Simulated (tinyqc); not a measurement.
n-type polysilicon, carrier trapping at grain boundaries: two steps of the calculation.

One-dimensional grains of size Lg, uniform ionised doping N, monovalent traps Qt at each boundary at a depth Et below (for electrons) or above (for holes) the band edge there, abrupt depletion of width W on each side of a boundary, Boltzmann statistics. xi is the distance from the band edge at the grain centre to the Fermi level. Trapped charge Qt/(1 + exp((xi + VB - Et)/Vt)) = 2 N W, barrier VB = q N W^2/(2 eps0 eps_r).

Parameters, values chosen for the exercise; values of the order met in polycrystalline silicon:
```
symbol   value   unit                                                              meaning
T          300      K                                                          temperature
eps_r     11.7                                                       relative permittivity
NB      2.8e19  cm^-3                               conduction-band density of states at T
Lg          60     nm                                                           grain size
Qt      1.7e12  cm^-2                                     trap density of a grain boundary
Et        0.48     eV  depth of the trap level from the majority band edge at the boundary
N       6.5e17  cm^-3                                                               doping
```

Constants: q = 1.602176634e-19 C, kB = 1.380649e-23 J/K, Vt = kB T/q, eps0 = 8.8541878128e-14 F/cm where lengths are in cm. Results are converted to the units shown.

Problem 1. New W. Partly depleted grain, xi = Vt ln(NB/N): f = 1/(1 + exp((xi + VB - Et)/Vt)), g = Qt f - 2 N W, g' = -2 Qt f (1 - f) VB/(W Vt) - 2 N, W(new) = W - g/g'.

W at the start = 13 nm

Give: VB; f; g; g'; W after iteration 1.

Solution 1.

VB = 0.084947 V
f = 0.99999
g = 9.9831e9 cm^-2
g' = -1.3001e11 cm^-2/nm
W after iteration 1 = 13.077 nm

Problem 2. Depletion width, Fermi level and barrier. If the trap equation with xi = Vt ln(NB/N) has a root W < Lg/2, the grain is partly depleted; otherwise W = Lg/2 and the trap equation gives xi = Et - VB + Vt ln(Qt/(N Lg) - 1). N* = Qt/Lg.

Give: N*; W; xi; VB; share of traps filled.

Solution 2.

N* = 2.833e17 cm^-3
W = 13.08 nm
xi = 0.09728 V
VB = 0.08595 V
share of traps filled = 1.000

N is 2.29 N*, and the grain is partly depleted; VB = 3.32 Vt.

Computed by the program tinyqc: `OMP_NUM_THREADS=1 python tinyqc.py 2830024 2830025 out.jsonl`, one thread of a shared Intel Xeon 2.30GHz, about 0.01 s for the whole run.
